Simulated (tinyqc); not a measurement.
# Crystallisation kinetics and data retention of a phase-change cell: kissinger analysis

Johnson-Mehl-Avrami-Kolmogorov law X = 1 - exp(-y^n), y = integral of k dt, k = (1/100 s) exp[-(Ec q/kB)(1/T - 1/T1)].

Tp is the temperature of the largest dX/dt on a ramp of rate b (b in K/min in the logarithm).

Inputs (values chosen for the exercise); values of the order of Ge-Sb-Te and related chalcogenides: activation energy of crystallisation Ec = 3.12 eV; temperature at which the rate k is 1/(100 s) T1 = 437 K; Avrami exponent n = 3.5.

Constants: q = 1.602176634e-19 C, kB = 1.380649e-23 J/K. Results are converted to the units shown.

Kissinger analysis:

| b (K/min) | Tp (K) | q/kB Tp (1/eV) | ln(b/Tp^2) | X at the peak |
|---|---|---|---|---|
| 0.5 | 427.8 | 27.13 | -12.81 | 0.6297 |
| 1 | 431.3 | 26.91 | -12.13 | 0.6297 |
| 2 | 434.8 | 26.69 | -11.46 | 0.6297 |
| 5 | 439.5 | 26.41 | -10.56 | 0.6296 |
| 10 | 443.1 | 26.19 | -9.885 | 0.6296 |
| 20 | 446.8 | 25.97 | -9.209 | 0.6296 |
| 50 | 451.8 | 25.68 | -8.314 | 0.6296 |
| 100 | 455.7 | 25.47 | -7.638 | 0.6296 |

What does the comparison show?

Tp rises from 428 to 456 K. The slope of ln(b/Tp^2) against q/kB Tp between the end rows is -3.119 eV, against Ec = 3.12 eV, and X at the peak stays near 1 - 1/e = 0.632 (0.630 to 0.630).

Range of the model: One Arrhenius rate is assumed; incubation, growth from the boundary and the non-Arrhenius kinetics of the supercooled liquid are left out.

Numbers from tinyqc (`OMP_NUM_THREADS=1 python tinyqc.py 2490152 2490153 out.jsonl`; about 0.04 s on one thread of a shared Intel Xeon 2.30GHz).
